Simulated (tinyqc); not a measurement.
Inside a calculation. Method: G0W0 on RHF in the sto-3g basis, for BeH2, spin multiplicity 1. One step of it, computed by the program tinyqc.

Task: Iteration 7 (converged): orbitals. Diagonalise F' = X^T F X, C = X C', fill 3 alpha and 3 beta electrons from the bottom; D = 2 C_occ C_occ^T. Each column has its largest component positive (the first on a tie).

converged F (hartree):
```
            1Be 1s     1Be 2s   1Be 2px    1Be 2py    1Be 2pz      2H 1s      3H 1s
1Be 1s   -4.520061  -1.288254  0.000000   0.000000   0.001228  -0.306743  -0.306743
1Be 2s   -1.288254  -0.619571  0.000000   0.000000  -0.011412  -0.391416  -0.391416
1Be 2px   0.000000   0.000000  0.213202   0.000000   0.000000   0.000000   0.000000
1Be 2py   0.000000   0.000000  0.000000  -0.207610   0.000000  -0.325025   0.325025
1Be 2pz   0.001228  -0.011412  0.000000   0.000000   0.212398  -0.013784  -0.013784
2H 1s    -0.306743  -0.391416  0.000000  -0.325025  -0.013784  -0.285602  -0.036412
3H 1s    -0.306743  -0.391416  0.000000   0.325025  -0.013784  -0.036412  -0.285602
```

X:
```
                 1          2          3         4          5          6         7
1Be 1s    0.000000  -0.346885   0.922458  0.000000  -0.219875   0.000000  0.249853
1Be 2s    0.000000   1.188893  -0.088495  0.000000  -0.033470   0.000000  0.521419
1Be 2px   0.000000   0.000000   0.000000  1.000000   0.000000   0.000000  0.000000
1Be 2py   1.344489   0.000000   0.000000  0.000000   0.000000   0.547177  0.000000
1Be 2pz   0.000000   0.065140   0.243009  0.000000   0.968631   0.000000  0.026806
2H 1s    -0.968853  -0.757473  -0.270220  0.000000   0.065729   0.379662  0.353139
3H 1s     0.968853  -0.757473  -0.270220  0.000000   0.065729  -0.379662  0.353139
```

Give: F' = X^T F X; orbital energies; coefficients C; D after iteration 7.

Result:

F' = X^T F X (hartree):
```
       1       2       3      4       5       6       7
1  0.850   0.000   0.000  0.000   0.000   0.043   0.000
2  0.000   0.363   0.503  0.000  -0.115   0.000   0.202
3  0.000   0.503  -3.402  0.000   0.924   0.000  -1.569
4  0.000   0.000   0.000  0.213   0.000   0.000   0.000
5  0.000  -0.115   0.924  0.000  -0.024   0.000   0.413
6  0.043   0.000   0.000  0.000   0.000  -0.404   0.000
7  0.000   0.202  -1.569  0.000   0.413   0.000  -1.264
```

orbital energies (hartree): MO1 -4.523, MO2 -0.444, MO3 -0.406, MO4 0.212, MO5 0.213, MO6 0.429, MO7 0.852

coefficients C:
```
            MO1     MO2     MO3     MO4    MO5     MO6     MO7
1Be 1s    0.992  -0.219   0.000   0.025  0.000  -0.223   0.000
1Be 2s    0.032   0.574   0.000  -0.112  0.000   1.163   0.000
1Be 2px   0.000   0.000   0.000   0.000  1.000   0.000   0.000
1Be 2py   0.000   0.000   0.500   0.000  0.000   0.000   1.363
1Be 2pz   0.000   0.013   0.000   0.994  0.000   0.122   0.000
2H 1s    -0.003   0.393   0.413   0.049  0.000  -0.787  -0.955
3H 1s    -0.003   0.393  -0.413   0.049  0.000  -0.787   0.955
```

D after iteration 7:
```
         1Be 1s  1Be 2s  1Be 2px  1Be 2py  1Be 2pz   2H 1s   3H 1s
1Be 1s    2.063  -0.189    0.000    0.000   -0.006  -0.179  -0.179
1Be 2s   -0.189   0.661    0.000    0.000    0.014   0.451   0.451
1Be 2px   0.000   0.000    0.000    0.000    0.000   0.000   0.000
1Be 2py   0.000   0.000    0.000    0.501    0.000   0.413  -0.413
1Be 2pz  -0.006   0.014    0.000    0.000    0.000   0.010   0.010
2H 1s    -0.179   0.451    0.000    0.413    0.010   0.650  -0.032
3H 1s    -0.179   0.451    0.000   -0.413    0.010  -0.032   0.650
```
